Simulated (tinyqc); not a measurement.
What moves the results: hole subbands of a hard-walled well, four-band Luttinger model. A value that a table varies takes the place of the one given here.

Hole energies are counted downwards from the unstrained band edge, c = hbar^2/2m0. After the usual block transformation one block is H = [[P + Q - Zs, R - i S], [R + i S, P - Q + Zs]] in (heavy, light), with P +/- Q = c [(g1 +/- g2) k^2 + (g1 -/+ 2 g2) kz^2], R = sqrt(3) c gR k^2, S = 2 sqrt(3) c g3 k kz, kz = -i d/dz; axial approximation gR = (g2 + g3)/2. Zs = b (e_par - e_perp) is the shear part of the strain (the hydrostatic part shifts all levels alike and is left out). Basis sqrt(2/L) sin(n pi z/L), n = 1 to N, for each component: kz^2 gives (n pi/L)^2 and the heavy-light block is R delta_nm - 2 sqrt(3) c g3 k D_nm with D_nm = 4 n m/(L (n^2 - m^2)) for n + m odd, 0 otherwise. The other block has the same levels. The split-off band is left out.

Constants: hbar^2/2m0 = 3.80998211 eV angstrom^2.

Inputs chosen for the exercise (near those of GaSb; not measured data): g1 = 13.38 (Luttinger gamma1); g2 = 4.69 (gamma2); g3 = 6.01 (gamma3); L = 60 angstrom (well width along [001]); k = 0.0276 1/angstrom (wave vector in the plane); Zlist = (-0.2124, -0.1398, -0.0855, -0.0236, 0, 0.0523, 0.2322) eV (shear strain energies (negative: tension in the plane, for b < 0)).

## Which coupling does what

shear strain energy Zs = -0.050892 eV
N = 20, at the given k. Diagonal: R = S = 0. Along [100] and [110] gR is g2 and g3 instead of their mean.

Hole energies (meV):
```
model         E1      E2      E3      E4
diagonal  145.12  212.06  270.46  479.37
R alone   135.65  221.53  269.36  478.92
S alone   131.34  132.62  326.63  403.48
axial     112.29  149.25  327.91  403.27
[100]     114.82  147.28  327.61  403.32
[110]     109.73  151.17  328.25  403.22
```

What does this show, and why?

The couplings move E1 by -32.83 meV: R alone by -9.47, S alone by -13.78, so S matters more at k L/pi = 0.53 (R grows as k^2 and joins equal n, S as k and joins n of opposite parity). Warping spreads E1 by 5.09 meV between [100] and [110], the hole being heavier along [110]; the axial value lies between them.

## Strain

N = 20. dE is the rise of the top subband from k = 0 to k1 = pi/(4L), m1 = c k1^2/dE (dash if dE is not positive), and the heavy weight is taken at k = pi/L.

Top subband:
```
Zs (eV)  HH1 (meV)  LH1 (meV)  dE (meV)  heavy weight  m1 (m0)
-0.2124      254.2       25.3    -0.847         0.161        -
-0.1398      181.6       97.9    -4.861         0.253        -
-0.0855      127.3      152.2     4.725         0.358    0.138
-0.0236       65.4      214.1     8.873         0.514    0.074
0.0000        41.8      237.7     9.082         0.579    0.072
0.0523       -10.5      290.0     9.412         0.717    0.069
0.2322      -190.4      469.9    10.062         0.934    0.065
```

How do the results move?

HH1 and LH1 cross at Zs = -2 c g2 (pi/L)^2 = -0.0980 eV; for more negative Zs the light hole is on top. Among the rows with HH1 on top, m1 goes from 0.138 to 0.065 m0 as the splitting widens from 25 to 660 meV, against the unmixed 1/(g1 + g2) = 0.055: compression lightens the holes here. A dash marks a top subband whose hole energy at k1 lies below that at k = 0: an electron-like (negative) mass. m1 describes the neighbourhood of k = 0 only; where HH1 and LH1 lie close, the band may peak further out.

Program tinyqc; command `OMP_NUM_THREADS=1 python tinyqc.py 1280179 1280180 out.jsonl`; about 0.1 s on one thread of a shared Intel(R) Xeon(R) Processor @ 2.30GHz.
